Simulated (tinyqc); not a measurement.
Worked calculation: chemical-mechanical planarisation: Preston law, pattern density and step-height reduction. Computed by tinyqc, a small Python program that keeps every step. Command: `OMP_NUM_THREADS=1 python tinyqc.py 3006465 3006466 out.jsonl cmp walk`. One thread of a shared host (Intel(R) Xeon(R) Processor @ 2.30GHz), about 0.01 s of CPU time with the checks. Intermediate numbers are printed to about 7 digits and carried at full precision; extremes and crossings named in words are read from the listed rows.

A row of 12 cells, repeated periodically, holds raised features that cover a share rho of each cell.

Inputs (values chosen for the exercise, close to those used for oxide polishing): Preston coefficient K = 4.1e-14 1/Pa; pressure P = 32 kPa; platen and carrier speed = 80 rpm; distance between the centres = 19 cm; initial step height h0 = 210 nm; contact height h_c = 65 nm; film above the raised areas z0 = 400 nm; cell size = 1.3 mm; planarisation length = 2.1 mm; polish time t = 100 s.

local pattern densities, cell by cell: [0.8, 0.8, 0.3, 0.8, 0.5, 0.5, 0.25, 0.8, 0.25, 0.25, 0.5, 0.2]

## Blanket rate

With equal rotation speeds the relative speed is uniform, v = omega r_c; Preston rate R0 = K P v.

relative speed v = 1.591740 m/s

blanket rate R0 = 2.088363 nm/s

## Effective density

The stiff pad averages the density: rho_eff(i) = sum_j w_ij rho_j / sum_j w_ij, w = exp(-2 d^2/L^2), L the planarisation length and d the distance between cell centres, summed over all periodic images of cell j.

normalised weights (images included) for cells 0, 1, 2, ... apart: [0.4939260, 0.2295098, 0.0230260, 0.0004988, 0.0000023, 0.0000000, 0.0000000]

effective densities: [0.6435970, 0.6711282, 0.5456783, 0.6092086, 0.5587906, 0.4562138, 0.4396394, 0.5276664, 0.3820885, 0.3191667, 0.3752191, 0.4216034]

Local densities span 0.2 to 0.8, effective ones 0.319 to 0.671.

## State at time t

While h > h_c only raised areas polish, at R0/rho_eff, until t_c = rho_eff (h0 - h_c)/R0. After that h = h_c exp(-(t - t_c)/tau), tau = rho_eff h_c/R0; low areas polish at R0 (1 - h/h_c) and raised areas at R0 [1 + (1 - rho_eff) h/(rho_eff h_c)]. Removed from raised areas after t_c: h0 - h_c + R0 (t - t_c) + (1 - rho_eff)(h_c - h); from low areas: R0 (t - t_c) - rho_eff (h_c - h). Film left = z0 less the removal from raised areas.

Cells:
```
cell    rho_eff   t_c (s)  step h (nm)  removed, raised (nm)  removed, low (nm)  film left on raised areas (nm)
1     0.6435970  44.68646     4.108710              282.2166            76.3253                        117.7834
2     0.6711282  46.59802     5.042462              276.2411            71.2835                        123.7589
3     0.5456783  37.88773     1.677520              303.4818            95.1593                         96.5182
4     0.6092086  42.29879     3.099745              289.6912            82.7909                        110.3088
5     0.5587906  38.79815     1.926062              300.6405            92.5666                         99.3595
6     0.4562138  31.67601     0.528718              322.7439           113.2726                         77.2561
7     0.4396394  30.52520     0.405432              326.2849           116.6903                         73.7151
8     0.5276664  36.63713     1.372090              307.3783            98.7504                         92.6217
9     0.3820885  26.52931     0.134857              338.5144           128.6493                         61.4856
10    0.3191667  22.16050     0.025700              351.7938           141.8195                         48.2062
11    0.3752191  26.05235     0.115616              339.9681           130.0837                         60.0319
12    0.4216034  29.27292     0.296581              330.1281           120.4247                         69.8719
```

range of film left across the row = 75.55275 nm

largest remaining step = 5.042462 nm

thinnest film left = 48.20618 nm

12 of 12 cells have reached contact. The cell with the lowest rho_eff has lost the most film from its raised areas.

## Local against global planarity over time

Times are multiples of h0/R0; the range is the largest minus the smallest removal from raised areas.

Steps and range (nm):
```
multiple     t (s)  largest step  smallest step  range across the row  mean removal from raised areas
0.10       10.0557      178.7094       144.2037              34.50575                         44.5488
0.20       20.1114      147.4188        78.4073              69.01150                         89.0977
0.30       30.1672      116.1282        29.0321              92.33719                        132.3785
0.45       45.2507       69.1923         6.3600              92.33724                        185.2292
0.60       60.3343       33.6763         1.3933              84.03852                        225.8142
0.80       80.4458       12.8585         0.1840              78.01545                        272.0032
1.00      100.5572        4.9097         0.0243              75.51005                        315.2728
1.30      130.7244        1.1584         0.0012              74.29209                        378.7590
1.70      170.9473        0.1689         0.0000              73.96745                        462.8612
```

Local steps shrink to 0.17 nm or less, but the range across the row reaches up to 92.3 nm among these rows and ends at 74.0 nm, against the limit (largest - smallest rho_eff) h0 = 73.9 nm: once flat, all cells polish alike and the difference stays. Evener density (dummy fill), a longer planarisation length or a smaller initial step reduces it. Caution: in the last rows the removal passes z0 somewhere, so they describe a thicker film than the one given.

Checks made by the program: volume removed per cell equals R0 t (relative difference below 1e-10).
